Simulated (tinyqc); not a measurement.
Inputs raised by 10 %, one at a time: leakage through a gate insulator: direct, Fowler-Nordheim, trap-assisted and Poole-Frenkel currents. Computed by tinyqc, a small Python program. Command: `OMP_NUM_THREADS=1 python tinyqc.py 3011864 3011865 out.jsonl oxideleak sens`. One thread of a shared host (Intel(R) Xeon(R) Processor @ 2.30GHz), about 0.02 s of CPU time with the checks.

Electrons enter from the cathode Fermi level at x = 0; the conduction band of the insulator lies phi_b - e F x above it, F = V/t. WKB exponents use a parabolic band with mass m.

Inputs (values chosen for the exercise, with an insulator like SiO2):
```
quantity                          value   unit
thickness t                         6.2     nm
barrier phi_b                      3.01     eV
tunnelling mass m                  0.45    m_0
static constant eps_ox             3.77      -
optical constant eps_opt           2.08      -
voltage across the insulator V      4.6      V
trap depth phi_t                    2.1     eV
trap density N_t                4.9e+18  cm^-3
attempt rate nu_0                 9e+13    1/s
activation of capture E_a          0.15     eV
temperature T                       350      K
```

Constants: hbar^2/(2 m_0) = 3.80998212 eV angstrom^2; e = 1.602176634e-19 C; hbar = 1.054571817e-34 J s; k_B = 8.617333262e-05 eV/K; eps_0 = 8.8541878128e-12 F/m.

Method:
- For a level a distance phi(x) below the band, the WKB exponent is 2 int kappa dx with kappa = sqrt(m phi/(hbar^2/2m_0)); for a linear barrier from phi_1 down to phi_2 = max(phi_1 - e F d, 0) it is G = (4/3) sqrt(m/(hbar^2/2m_0)) (phi_1^(3/2) - phi_2^(3/2))/(e F).
- J_tun = e^3 F^2/(16 pi^2 hbar m phi_b) x exp(-G) / [1 - sqrt(phi_2/phi_b)]^2 with the free-electron mass in the cathode (m in m_0), phi_2 = max(phi_b - e V, 0): direct tunnelling for e V < phi_b, Fowler-Nordheim above. Image forces, back-flow and the limit on supply are left out, so J_tun is overstated below about 0.5 V.
- Equivalent oxide thickness = 3.9 t/eps_ox.
- A trap at depth x lies phi_t below the band. Capture: tunnel at the cathode Fermi level from 0 to x (G_in from phi_1 = phi_b), rate nu_0 exp(-G_in - E_c/k_B T) with E_c = E_a + max(phi_b - phi_t - e F x, 0), the last term being the height of the trap above the cathode Fermi level. Emission: tunnel from the trap level to the anode (G_out from phi_1 = phi_t over t - x), rate nu_0 exp(-G_out - E_a/k_B T). Re-emission to the cathode follows from detailed balance, rate_back = rate_in exp(dE/k_B T) with dE = phi_b - phi_t - e F x. Each trap passes R = rate_in rate_out/(rate_in + rate_back + rate_out) electrons per second; filling from the anode is left out.
- J_TAT = e N_t int_0^t R dx by the midpoint rule on 400 intervals; the most effective depth is the midpoint with the largest R, rounded to 0.01 nm.
- Poole-Frenkel emission over the lowered barrier of a charged trap: lowering sqrt(e F/(pi eps_opt eps_0)); J_PF = e N_t^(2/3) nu_0 exp(-(phi_t - lowering)/k_B T), one sheet of traps emitting with supply unlimited (an upper bound).
- J = J_tun + J_TAT (the Poole-Frenkel bound is not added); the ratio J/J_tun is the excess that stress-made traps add.

Runs; columns: (1) input moved; (2) from; (3) to; (4) tunnelling current J_tun (A/cm^2); (5) trap-assisted current J_TAT (A/cm^2); (6) Poole-Frenkel bound J_PF (A/cm^2); (7) total current J (A/cm^2):
```
(1)                                 (2)       (3)         (4)         (5)         (6)         (7)
base run                              -         -  6.1613e-07  1.9184e-04  1.0471e-02  1.9246e-04
thickness t (nm)                    6.2      6.82  2.0238e-08  3.2150e-05  1.1468e-03  3.2170e-05
barrier phi_b (eV)                 3.01     3.311  3.9402e-09  3.5752e-05  1.0471e-02  3.5756e-05
tunnelling mass m (m_0)            0.45     0.495  1.1604e-07  7.6570e-05  1.0471e-02  7.6686e-05
trap depth phi_t (eV)               2.1      2.31  6.1613e-07  2.2299e-05  9.9110e-06  2.2915e-05
trap density N_t (cm^-3)        4.9e+18  5.39e+18  6.1613e-07  2.1103e-04  1.1158e-02  2.1164e-04
activation of capture E_a (eV)     0.15     0.165  6.1613e-07  1.1667e-04  1.0471e-02  1.1729e-04
temperature T (K)                   350       385  6.1613e-07  3.0155e-04  7.8096e-02  3.0217e-04
```

Exponents ln(y'/y) / ln(x'/x):
```
input                      tunnelling current J_tun  trap-assisted current J_TAT  Poole-Frenkel bound J_PF  total current J
thickness t                                 -35.840                      -18.742                   -23.205          -18.769
barrier phi_b                               -53.008                      -17.628                     0.000          -17.660
tunnelling mass m                           -17.517                       -9.637                     0.000           -9.654
trap depth phi_t                              0.000                      -22.580                   -73.053          -22.328
trap density N_t                              0.000                        1.000                     0.667            0.997
activation of capture E_a                     0.000                       -5.218                     0.000           -5.196
temperature T                                 0.000                        4.745                    21.082            4.733
```

To which inputs is each result most sensitive?

Among the inputs moved here: tunnelling current J_tun answers most in size to barrier phi_b (exponent -53.008), next to thickness t (-35.840); its exponent is below 0.0005 for trap depth phi_t, trap density N_t, activation of capture E_a, temperature T. Its exponent 0.000 in temperature T: tunnelling from the Fermi level does not depend on T in this formula. Trap-assisted current J_TAT answers most in size to trap depth phi_t (exponent -22.580), next to thickness t (-18.742). Its exponent +1.000 in trap density N_t: independent traps. Poole-Frenkel bound J_PF answers most in size to trap depth phi_t (exponent -73.053), next to thickness t (-23.205); its exponent is below 0.0005 for barrier phi_b, tunnelling mass m, activation of capture E_a. Its exponent +0.667 in trap density N_t: one sheet of traps, N_t^(2/3). Total current J answers most in size to trap depth phi_t (exponent -22.328), next to thickness t (-18.769).
